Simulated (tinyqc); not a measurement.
What each parameter does: two-dimensional electron gas with Rashba and Dresselhaus coupling.

H = c k^2/m + al (ky sx - kx sy) + b1 (kx sx - ky sy) + gam kx ky (kx sy - ky sx), s the Pauli matrices, x = [100], c = hbar^2/2m0, b1 = gam (pi/L)^2 (hard walls). H = c k^2/m + B.s, so E = c k^2/m -/+ |B| and the lower state has its spin along -B.

Constants: hbar^2/2m0 = 3.80998211 eV angstrom^2.

Values chosen for the exercise (of the size met in InGaAs; the results hold for these values, not for the real material):

| symbol | value | unit | meaning |
|---|---|---|---|
| m | 0.0392 | m0 | mass |
| al | 0.17 | eV angstrom | Rashba constant |
| gam | 26.5 | eV angstrom^3 | bulk Dresselhaus constant |
| L | 196 | angstrom | width of the (001) well |
| n | 10 | 1e11/cm^2 | sheet density (one subband filled) |

Splittings 2|B| at k0 = sqrt(2 pi n) along [100], [110] and [-110], and E0 = c k0^2/m; 1e11/cm^2 = 1e-5/angstrom^2. Each row changes one parameter from the base and keeps the others.

Results:

| case | [100] (meV) | [110] (meV) | [-110] (meV) | E0 (meV) |
|---|---|---|---|---|
| base | 8.5294 | 8.4465 | 8.5986 | 61.07 |
| m = 0.04312 m0 | 8.5294 | 8.4465 | 8.5986 | 55.52 |
| al = 0.204 eV angstrom | 10.2327 | 10.1510 | 10.3031 | 61.07 |
| gam = 31.8 eV angstrom^3 | 8.5324 | 8.4313 | 8.6138 | 61.07 |
| L = 216 angstrom | 8.5272 | 8.3862 | 8.6589 | 61.07 |
| n = 15 1e11/cm^2 | 10.4463 | 10.0892 | 10.7867 | 91.60 |

The largest shifts from the base row, up to three for each result and ties (the steps differ in size, so this ranks the rows, not the parameters). [100] (meV): n +1.9169, al +1.7034, gam +0.0030; unchanged at the printed digits by m. [110] (meV): al +1.7045, n +1.6427, L -0.0603; unchanged at the printed digits by m. [-110] (meV): n +2.1881, al +1.7045, L +0.0603; unchanged at the printed digits by m. E0 (meV): n +30.53, m -5.55; unchanged at the printed digits by al, gam and L.

(tinyqc, `OMP_NUM_THREADS=1 python tinyqc.py 1480868 1480869 out.jsonl`, Intel(R) Xeon(R) Processor @ 2.30GHz, 1 thread, shared host, about 0.01 s.)
